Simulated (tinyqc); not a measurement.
Closable height against the size of the gap: wafer bonding and layer transfer: bond energy, gap closing, particles, bonding of dissimilar wafers and hydrogen blisters. Computed by tinyqc, a small Python program. Command: `OMP_NUM_THREADS=1 python tinyqc.py 3011237 3011238 out.jsonl bond walk`. One thread of a shared host (Intel(R) Xeon(R) Processor @ 2.30GHz), about 0.01 s of CPU time with the checks.

gamma is the energy per area of each of the two surfaces; plates are isotropic, and both wafers have E1 and t1.

Inputs (values chosen for the exercise, with wafer 1 close to silicon):
```
quantity             value        unit
Young's modulus E1     158         GPa
Poisson ratio nu      0.25           -
thickness t1           625  micrometre
blade thickness t_b    230  micrometre
crack length L        18.5          mm
```

Pair: two equal wafers.

Method. Two cantilevers opened by t_b: gamma = 3 t_b^2 E1 t1^3 E2 t2^3/(16 L^4 (E1 t1^3 + E2 t2^3)). E' = E1/(1 - nu^2), equal wafers of thickness t1 assumed. A gap of radius R closes if h_g < h_c: h_c = R^2/sqrt((2/3) E' t1^3/gamma) for R > 2 t1 (plate bending), h_c = 3.6 sqrt(R gamma/E') for R < 2 t1 (local deformation).

bond energy gamma = 1.63319 J/m^2

Gap closing:
```
R (mm)    regime    h_c (nm)  slope h_c/R
1.00e-04   local  3.5439e+00     0.035439
1.00e-03   local  1.1207e+01     0.011207
1.00e-02   local  3.5439e+01     0.003544
1.00e-01   local  1.1207e+02     0.001121
5.00e-01   local  2.5059e+02     0.000501
2.00e+00   plate  9.7603e+02     0.000488
5.00e+00   plate  6.1002e+03     0.001220
2.00e+01   plate  9.7603e+04     0.004880
5.00e+01   plate  6.1002e+05     0.012200
```

What does the comparison show, and why?

Roughness of 100 nm scale may be 3.5 nm in half height, waviness of radius 5 cm as much as 610 micrometre: h_c goes as R^(1/2) when the wafer deforms locally and as R^2 when it bends. The allowed slope is least near R = 2 t1, so defects about 4 t1 wide are the hardest to close; bow matters little.

Extremes, crossings and ranges named in words are read from the listed rows.
